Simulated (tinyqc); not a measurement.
Thermal and gravitational stress in a wafer during furnace and rapid thermal processing, and the onset of slip: one step, computed by the program tinyqc. Command: `OMP_NUM_THREADS=1 python tinyqc.py 3028715 3028716 out.jsonl slip walk`. One thread of a shared host (Intel(R) Xeon(R) Processor @ 2.30GHz), about 0.01 s of CPU time with the checks.

A thin free disc in plane stress, isotropic; T(r) = T_centre + dT (r/R)^n. Stress is positive in tension; sigma_SB = 5.670374419e-8 W/(m^2 K^4), g = 9.80665 m/s^2.

Question. Gravity. Own weight q = rho g t on a ring of radius b R, x = r/R: moments of an edge-supported plate, M_r = q R^2 (3 + nu)(1 - x^2)/16 and M_t = q R^2 [(3 + nu) - (1 + 3 nu) x^2]/16, less the uniform moment inside the ring load, q R^2 [(1 - nu)(1 - b^2) - 2 (1 + nu) ln b]/8; stress at the lower face = 6 M/t^2.

Inputs (values chosen for the exercise, modelled on silicon): wafer radius R = 75 mm; thickness t = 675 micrometre; Poisson ratio nu = 0.26; density rho = 2330 kg/m^3; radius of the support ring over R = 0.85.

Give: stress at the centre; radial stress at the ring; hoop stress at the ring.

Answer.

stress at the centre = 0.1450 MPa

radial stress at the ring = -0.02322 MPa

hoop stress at the ring = 0.05314 MPa
